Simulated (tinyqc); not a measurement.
# Polarisation charge from two barrier thicknesses

Question. Voff = phiB - dEc - q sigma d/(eps0 eb). Find sigma, phiB - dEc and the thickness at which Voff = 0.

Constants: q = 1.602176634e-19 C, eps0 = 8.8541878128e-14 F/cm where lengths are in cm. Results are converted to the units shown.

Voff at d = 15 and 32 nm (V): -3.2886018  -7.8638704
eb = 9.6226000

Solution. Voff is a straight line in d: its slope is -q sigma/(eps0 eb) and its intercept phiB - dEc.

sigma = 1.43e13 cm^-2
phiB - dEc = 0.748 V
thickness for Voff = 0 = 2.78 nm

Program tinyqc, `OMP_NUM_THREADS=1 python tinyqc.py 2180096 2180097 out.jsonl`; Intel Xeon 2.30GHz, shared host, one thread, about 0.01 s.
